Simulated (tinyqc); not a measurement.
Bandgap voltage reference from two bipolar transistors: two steps of the calculation.

Two transistors of area 1 and N carry the same current I. Is(T) = Is (T/T0)^eta exp[(Vg0 q/kB)(1/T0 - 1/T)], VBE1 = Vt ln(I/Is(T)) + I rb, VBE2 = Vt ln(I/(N Is(T))) + I rb/N. The amplifier forces I R1(T) = VBE1 - VBE2 + Vos, with R(T) = R (1 + tc (T - T0)) for both resistors, and the output is Vref = VBE1 + I R2(T). Base currents and the Early effect are neglected.

Values chosen for this exercise; values of the order met in silicon bipolar transistors:
- T0 = 298 K (reference temperature)
- Vg0 = 1.197 V (band-gap voltage extrapolated to 0 K)
- eta = 3.6 (temperature exponent of the saturation current)
- Is = 1.7e-16 A (saturation current of the unit transistor at T0)
- N = 8 (area ratio of the second transistor)
- R1 = 2.5 kohm (resistor across which the difference of VBE falls, at T0)
- tc = 0 ppm/K (temperature coefficient of both resistors)
- Vos = 0 mV (offset of the amplifier)
- rb = 0 ohm (series resistance of the unit transistor)
- R2 = 29.01 kohm (output resistor at T0)
- T = 273 K (temperature)

Constants: q = 1.602176634e-19 C, kB = 1.380649e-23 J/K. Results are converted to the units shown.

Task 1. Operating point at the reference temperature. Vt = kB T/q; I = (Vt ln N + Vos)/(R1(T) - rb (1 - 1/N)). Evaluate at T = T0.

Find: Vt; I; Is(T); VBE1; I R2; Vref.

Result 1.

Vt = 0.02568 V
I = 21.36 uA
Is(T) = 1.700e-16 A
VBE1 = 0.6563 V
I R2 = 0.6196 V
Vref = 1.276 V

Task 2. Operating point at another temperature. 

Find: Vt; I; Is(T); VBE1; I R2; Vref.

Result 2.

Vt = 0.023525 V
I = 19.568 uA
Is(T) = 1.7364e-18 A
VBE1 = 0.70701 V
I R2 = 0.56766 V
Vref = 1.2747 V

From T0 to T, VBE1 changes by 50.7 mV and I R2 by -52.0 mV, which leaves -1.26 mV in Vref.

Program tinyqc, `OMP_NUM_THREADS=1 python tinyqc.py 2062189 2062190 out.jsonl`; Intel Xeon 2.30GHz, shared host, one thread, about 0.03 s.
